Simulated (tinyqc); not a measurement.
Three-phonon processes in a diatomic chain: dispersion, energy and momentum conservation, and decay channels of optical phonons: one step, computed by the program tinyqc. Command: `OMP_NUM_THREADS=1 python tinyqc.py 3121040 3121041 out.jsonl threeph walk`. One thread of a shared host (Intel(R) Xeon(R) Processor @ 2.30GHz), about 0.05 s of CPU time with the checks.

Cell length a, two atoms, one spring constant. x = q a/pi runs from -1 to 1; A and O are the acoustic and optical branches. Matrix elements are not computed: only conservation laws and occupation factors are followed.

Question. Dispersion. omega^2 = k (1/m + 1/M) -/+ k sqrt((1/m + 1/M)^2 - 4 sin^2(pi x/2)/(m M)); nu = 15.6333042 THz x sqrt(omega^2) for eV/(angstrom^2 u).

Inputs (values chosen for the exercise, for a model chain): light mass m = 27 u; heavy mass M = 109 u; spring constant k = 13 eV/angstrom^2.

Constants: nu for 1 eV/(angstrom^2 u) = 15.6333042 THz.

Give: the table «Branches» with the columns nu_A (THz), nu_O (THz), for x = 0.10, 0.20, 0.35, 0.50, 0.65, 0.80, 0.90, 1.00.

Answer.

Branches:
```
x     nu_A (THz)  nu_O (THz)
0.10      1.0714      17.103
0.20      2.1288      17.003
0.35      3.6557      16.742
0.50      5.0589      16.372
0.65      6.2611      15.951
0.80      7.1542      15.571
0.90      7.5114      15.402
1.00      7.6353      15.341
```
